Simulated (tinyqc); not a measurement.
# Space-charge-limited current with shallow traps: from ohmic to space-charge-limited current

One carrier type, drift only, an injecting contact at x = 0 (zero field) and thickness L. The share th = y/(1 + y), y = (Nc/Nt) exp(-Et/kB T), of the injected charge is free: J = q mu n F, eps0 eps_r dF/dx = q (n - n0)/th.

Ohmic J = q n0 mu V/L; Mott-Gurney J = (9/8) th eps0 eps_r mu V^2/L^3; they cross at Vx = 8 q n0 L^2/(9 th eps0 eps_r); traps fill at V_TFL = q Nt L^2/(2 eps0 eps_r). Exact: with u = n0/n(L), w = -u - ln(1 - u) and v = -u - u^2/2 - ln(1 - u), V = (q n0 L^2/(th eps0 eps_r)) v/w^2 and J = q^2 n0^2 mu L/(th eps0 eps_r w).

Parameters, values chosen for the exercise: temperature T = 250 K; relative permittivity eps_r = 18.6; mobility mu = 0.15 cm^2/(V s); thickness L = 530 nm; band density of states Nc = 8.5e20 cm^-3; trap density Nt = 1.3e18 cm^-3; trap depth Et = 0.21 eV; free carrier density in equilibrium n0 = 8.1e14 cm^-3.

Constants: q = 1.602176634e-19 C, kB = 1.380649e-23 J/K, Vt = kB T/q, eps0 = 8.8541878128e-14 F/cm where lengths are in cm. Results are converted to the units shown.

Result of one run:
```
J (A/cm^2)	ohmic (A/cm^2)	Mott-Gurney (A/cm^2)	d ln J/d ln V
0.9094	0.7346	0.2747	1.245
```

Which voltage V gave this result: 2, 3.7, 13, 150 or 280 V?

V = 2 V.

The whole series:
```
V (V)	J (A/cm^2)	ohmic (A/cm^2)	Mott-Gurney (A/cm^2)	d ln J/d ln V
0.57	0.2203	0.2094	0.02232	1.055
1.1	0.4495	0.4040	0.08311	1.123
2	0.9094	0.7346	0.2747	1.245
3.7	2.060	1.359	0.9403	1.419
6.8	5.161	2.498	3.176	1.597
13	15.31	4.775	11.61	1.751
24	46.30	8.815	39.56	1.852
44	145.2	16.16	133.0	1.915
82	484.6	30.12	461.8	1.953
150	1587	55.09	1545	1.974
280	5462	102.8	5385	1.986
```

The local exponent rises from 1.06 to 1.99, passing from ohmic towards the square law around Vx = 5.35 V. In the last row J is 1.4 % above the Mott-Gurney value. For V = 150, 280 the voltage exceeds half of V_TFL = 178 V, near which the traps fill and the current rises steeply beyond this model. For V = 0.57, 1.1, 2 the voltage is under 100 kB T/q, where diffusion would add more than a third of the Mott-Gurney current.

Range of the model: Diffusion and a field-dependent mobility are left out. With injecting contacts the diffusion current, about 4 pi^2 Vt th eps0 eps_r mu V/L^3, equals the Mott-Gurney current at V = 35 kB T/q (0.9 V at 300 K), so the drift-only result needs V well above that.

Numbers from tinyqc (`OMP_NUM_THREADS=1 python tinyqc.py 2370048 2370049 out.jsonl`; about 0.01 s on one thread of a shared Intel Xeon 2.30GHz).
